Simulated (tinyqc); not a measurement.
Longitudinal sound in a periodic multilayer: transfer matrices, stop bands and folded phonons: one step, computed by the program tinyqc.

Layers 1 and 2 repeat with period d = d_1 + d_2; waves travel normal to the layers, without loss. State vector (u, s): displacement u and stress divided by omega. Impedances Z = rho v are in 1e6 kg/(m^2 s).

Question. Transmission through N periods. A layer maps (u, s) by [[cos p, sin p/Z], [-Z sin p, cos p]], p = 2 pi f d_i/v_i; one period is M = M_2 M_1, and cos(q d) = trace(M)/2. For N periods A = M^N. A wave comes from a thick layer of material 1 and leaves into the substrate (Z_s): transmitted power T = 4 Z_1 Z_s/|Z_1 A_22 + Z_s A_11 - i (Z_1 Z_s A_12 - A_21)|^2, reflected power R = 1 - T.

Inputs (values chosen for the exercise, modelled on gallium arsenide (layer 1), aluminium arsenide (layer 2) and gallium arsenide (substrate)):
```
quantity       value  unit
velocity v_1    4760   m/s
thickness d_1    254    nm
velocity v_2    5660   m/s
thickness d_2    303    nm
periods N          2     -
frequency f     5.18   GHz
```

M:
```
           1            2
1  -1.109426  -0.01444473
2   7.638194   -0.8019180
```

Z_2 = 21.225

Z_1 = 24.8472

Z of the substrate = 26.0762

Give: A = M^N; transmitted power T; T in decibel.

Answer.

A = M^N:
```
         1         2
1   1.1205  0.027609
2  -14.599   0.53274
```

transmitted power T = 0.90685

T in decibel = -0.42465 dB
